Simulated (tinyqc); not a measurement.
Free and trapped electrons in a MOS channel with a dense trap tail: effect of the temperature.

p-type body, charge-sheet picture, full ionisation (an idealisation for deep acceptors), Boltzmann statistics for free electrons. e = Ec - EF at the surface. Acceptor-like traps of density D(E) = D0 + De exp(-E/Ew) at depth E below Ec, from 0 to Eu, hold n_t = integral of D(E)/(1 + exp((e - E)/Vt)). psi = Eg - Vt ln(Nv/Na) - e; N_dep = sqrt(2 eps0 eps_r Na (psi - Vt)/q); n_f = sqrt(N_dep^2 + 2 eps0 eps_r Vt Nc exp(-e/Vt)/q) - N_dep; Vg = Vfb + psi + q (N_dep + n_t + n_f)/Cox, Cox = eps0 eox/tox.

Nc and Nv are given at 300 K and scale as (T/300 K)^1.5; Eg, Vfb and mf are held fixed. VT is the Vg for n_f = 1e11 cm^-2; swing ln 10 n_f/(dn_f/dVg) at n_f = 1e8 cm^-2; the last three columns are for Vg = VT + 3.2 V, with free share n_f/(n_f + n_t) and field-effect mobility mf q (dn_f/dVg)/Cox; there EF is near the band edge, where Boltzmann statistics are rough.

Parameters, values chosen for the exercise; band and dielectric values close to those of 4H silicon carbide: band gap Eg = 3.26 eV; relative permittivity eps_r = 9.77; conduction-band density of states at the reference temperature Nc = 1.71e19 cm^-3; valence-band density of states at the reference temperature Nv = 2.45e19 cm^-3; relative permittivity of the insulator eox = 3.9; insulator thickness tox = 40 nm; acceptor density Na = 8e15 cm^-3; flat-band voltage without trapped charge Vfb = -2.18 V; constant background density of acceptor-like traps D0 = 3.9e10 cm^-2 eV^-1; density of the tail at the conduction edge De = 8.5e12 cm^-2 eV^-1; decay energy of the tail Ew = 0.09 eV; depth below Ec down to which the traps reach Eu = 0.71 eV; mobility of free electrons mf = 60 cm^2/(V s).

Constants: q = 1.602176634e-19 C, kB = 1.380649e-23 J/K, Vt = kB T/q, eps0 = 8.8541878128e-14 F/cm where lengths are in cm. Results are converted to the units shown.

Effect of the temperature:

| T (K) | e at VT (eV) | VT (V) | q n_t/Cox at VT (V) | swing (mV/decade) | n_f (cm^-2) | free share (%) | field-effect mobility (cm^2/(V s)) |
|---|---|---|---|---|---|---|---|
| 200 | 0.04705 | 2.967 | 0.9208 | 152.6 | 1.534e12 | 67.22 | 57.19 |
| 250 | 0.07105 | 2.711 | 0.7391 | 134.9 | 1.469e12 | 67.54 | 55.44 |
| 300 | 0.09733 | 2.479 | 0.5842 | 123.2 | 1.430e12 | 68.65 | 53.81 |
| 350 | 0.1255 | 2.270 | 0.4572 | 118.3 | 1.411e12 | 70.34 | 52.54 |
| 400 | 0.1554 | 2.083 | 0.3556 | 119.2 | 1.406e12 | 72.40 | 51.66 |
| 450 | 0.1867 | 1.916 | 0.2758 | 124.5 | 1.410e12 | 74.65 | 51.13 |
| 500 | 0.2194 | 1.764 | 0.2138 | 132.7 | 1.420e12 | 76.95 | 50.87 |
| 550 | 0.2534 | 1.624 | 0.1662 | 142.6 | 1.433e12 | 79.20 | 50.79 |

As T goes from 200 to 550, VT falls from 2.97 to 1.62 V, its part due to traps falls from 0.921 to 0.166 V, the swing goes from 153 through a minimum of 118 (at T = 350 among the rows listed) to 143 mV/decade and the field-effect mobility falls from 57.2 to 50.8 cm^2/(V s). On heating the same n_f is reached with EF deeper in the gap, where fewer tail states are filled.

Numbers from tinyqc (`OMP_NUM_THREADS=1 python tinyqc.py 2222139 2222140 out.jsonl`; about 0.02 s on one thread of a shared Intel Xeon 2.30GHz).
